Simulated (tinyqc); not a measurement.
Worked calculation (part 2 of 2): UKS/LDA (VWN5) in the sto-6g basis, for Be+, spin multiplicity 2. Computed by tinyqc, a small Python program that keeps every step (integrals from PySCF). Command: `OMP_NUM_THREADS=1 python tinyqc.py 20494 20495 out.jsonl` (the two numbers bound the seeds that draw the settings). One thread of a shared host (Intel(R) Xeon(R) Processor @ 2.60GHz), about 0.7 s of CPU time with the checks.

Geometry (angstrom):
```
atom       x       y       z
Be    0.0000  0.0000  0.0000
```

## Convergence

Stop when the energy changes by less than 1e-08 hartree and every element of the error matrix X^T (F D S - S D F) X (for each spin) is below 3e-05.

Course of the cycle:
```
iteration  E (hartree)     change  largest element of the error matrix
1            -3.792217          -                             1.43e-17
2            -9.517621  -5.73e+00                             3.00e-02
3           -11.956770  -2.44e+00                             7.29e-02
4           -13.058424  -1.10e+00                             7.49e-02
5           -13.580154  -5.22e-01                             5.97e-02
6           -13.833995  -2.54e-01                             4.18e-02
7           -13.959240  -1.25e-01                             2.71e-02
8           -14.021467  -6.22e-02                             1.67e-02
9           -14.052490  -3.10e-02                             9.87e-03
10          -14.067980  -1.55e-02                             5.69e-03
11          -14.075721  -7.74e-03                             3.21e-03
12          -14.079591  -3.87e-03                             1.78e-03
13          -14.081525  -1.93e-03                             9.76e-04
14          -14.082492  -9.67e-04                             5.30e-04
...                ...        ...                                  ...
18          -14.083399  -6.04e-05                             4.32e-05
19          -14.083429  -3.02e-05                             2.28e-05
20          -14.083444  -1.51e-05                             1.20e-05
21          -14.083452  -7.56e-06                             6.29e-06
22          -14.083456  -3.78e-06                             3.29e-06
23          -14.083458  -1.89e-06                             1.72e-06
24          -14.083459  -9.45e-07                             8.95e-07
25          -14.083459  -4.72e-07                             4.65e-07
26          -14.083459  -2.36e-07                             2.41e-07
27          -14.083459  -1.18e-07                             1.25e-07
28          -14.083459  -5.90e-08                             6.45e-08
29          -14.083459  -2.95e-08                             3.33e-08
30          -14.083459  -1.48e-08                             1.72e-08
31          -14.083459  -7.38e-09                             8.84e-09
```

PySCF UKS in the same basis, fine grid, after a stability check = -14.083465 hartree

Converged in 31 iterations. The coarse grid moves the energy by +5.91e-06 hartree.

## Populations

D(alpha) after iteration 31, order 1Be 1s, 1Be 2s, 1Be 2px, 1Be 2py, 1Be 2pz:
$$\begin{pmatrix}
1.0694 & -0.2724 & 0.0000 & 0.0000 & 0.0000 \\
-0.2724 & 1.0694 & 0.0000 & 0.0000 & 0.0000 \\
0.0000 & 0.0000 & 0.0000 & 0.0000 & 0.0000 \\
0.0000 & 0.0000 & 0.0000 & 0.0000 & 0.0000 \\
0.0000 & 0.0000 & 0.0000 & 0.0000 & 0.0000
\end{pmatrix}$$

D(beta) after iteration 31, order 1Be 1s, 1Be 2s, 1Be 2px, 1Be 2py, 1Be 2pz:
$$\begin{pmatrix}
0.9833 & 0.0309 & 0.0000 & 0.0000 & 0.0000 \\
0.0309 & 0.0010 & 0.0000 & 0.0000 & 0.0000 \\
0.0000 & 0.0000 & 0.0000 & 0.0000 & 0.0000 \\
0.0000 & 0.0000 & 0.0000 & 0.0000 & 0.0000 \\
0.0000 & 0.0000 & 0.0000 & 0.0000 & 0.0000
\end{pmatrix}$$

overlap S, order 1Be 1s, 1Be 2s, 1Be 2px, 1Be 2py, 1Be 2pz:
$$\begin{pmatrix}
1.0000 & 0.2548 & 0.0000 & 0.0000 & 0.0000 \\
0.2548 & 1.0000 & 0.0000 & 0.0000 & 0.0000 \\
0.0000 & 0.0000 & 1.0000 & 0.0000 & 0.0000 \\
0.0000 & 0.0000 & 0.0000 & 1.0000 & 0.0000 \\
0.0000 & 0.0000 & 0.0000 & 0.0000 & 1.0000
\end{pmatrix}$$

Mulliken: Z minus the diagonal of D S on the atom; Loewdin: the same with S^(1/2) D S^(1/2).

Charges (e):
```
atom  Mulliken  Loewdin  Mulliken spin
1Be     1.0000   1.0000         1.0000
```

<S^2> of the determinant (pure state: 0.75) = 0.7500
